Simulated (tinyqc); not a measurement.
# Changing the starting silicon radius a0

Model: oxidation of curved silicon (wires and holes): cylindrical Deal-Grove kinetics with stress-retarded reaction. Computed by tinyqc, a small Python program. Command: `OMP_NUM_THREADS=1 python tinyqc.py 3011130 3011131 out.jsonl wireox sweep`. One thread of a shared host (Intel(R) Xeon(R) Processor @ 2.30GHz), about 0.03 s of CPU time with the checks.

Silicon fills r < a and oxide a < r < b. One volume of silicon gives 2.25 volumes of oxide, and the length is fixed.

Inputs (values chosen for the exercise, close to those used for silicon in dry oxygen): prefactor B0 = 755 um^2/h; activation energy E_B = 1.23 eV; prefactor (B/A)0 = 4.61e+06 um/h; activation energy E_A = 1.99 eV; starting oxide x_i = 2 nm; viscosity prefactor eta0 = 5.2e-09 Pa s; viscosity energy E_eta = 5.68 eV; critical shear stress s_c = 54 MPa; activation volume V_k = 6 angstrom^3; temperature T = 950 C; time t = 0.23 h.

Shape: wire (convex).

Constants: k_B = 8.617333262e-05 eV/K.

Method:
- B = B0 exp(-E_B/(k_B T)), B/A = (B/A)0 exp(-E_A/(k_B T)), eta = eta0 exp(E_eta/(k_B T)); 1 um = 1000 nm.
- Temperatures in kelvin are T(C) + 273.15.
- Geometry: b^2 = b0^2 + 1.25 (a0^2 - a^2), b0 = a0 + x_i.
- Rate of oxide made per interface area: q = 1/[1/k + 2 a |ln(b/a)|/B], and |da/dt| = q/2.25. Reaction k = (B/A) exp(-sigma V_k/(k_B T)). New oxide pushes the old with radial speed u = 1.25 |da/dt| at r = a; the shear stress at radius r is s_c asinh(z a^2/r^2), z = 2 eta u/(a s_c) (Eyring flow), and the compressive normal stress at the interface is sigma = |int_a^b 2 s/r dr| = s_c |F(z) - F(z a^2/b^2)|, F(y) = int_0^y asinh(w)/w dw. q and sigma are solved together. 1 MPa angstrom^3 = 6.241509e-6 eV.
- Integrate da/dt adaptively (tolerance 1e-8); a wire counts as consumed at a = 0.5 nm and a hole as closed at b = 0.5 nm. Planar reference: x^2 + A x = B t + x_i^2 + A x_i, A = B/(B/A).

One run for each value:
```
starting silicon radius a0 (nm)  ratio to the planar thickness  oxide thickness (nm)  normal stress at time t (MPa)
5.0                                                     0.6646                 5.582                           1230
9.7                                                     0.7751                 6.510                            699
19.0                                                    0.8631                 7.248                            382
36.0                                                    0.9204                 7.730                            206
69.0                                                    0.9564                 8.033                            106
130.0                                                   0.9766                 8.202                             54
260.0                                                   0.9884                 8.301                             25
500.0                                                   0.9941                 8.348                             12
```

Over the rows, ratio to the planar thickness rises from 0.665 to 0.994 (exponent d ln y / d ln x 0.23 between the first rows and 0.0088 between the last); oxide thickness (nm) rises from 5.58 to 8.35 (exponent d ln y / d ln x 0.23 between the first rows and 0.0088 between the last); normal stress at time t (MPa) falls from 1230 to 12.0 (exponent d ln y / d ln x -0.85 between the first rows and -1.1 between the last). Curvature effects scale with thickness over radius and fade for large a0.

Caution (all rows): planar dry oxides this thin grow faster than Deal-Grove predicts. Caution (all rows): the oxide is taken as a purely viscous fluid in steady flow; elasticity, stress-dependent diffusion and thin-oxide enhancement are left out.
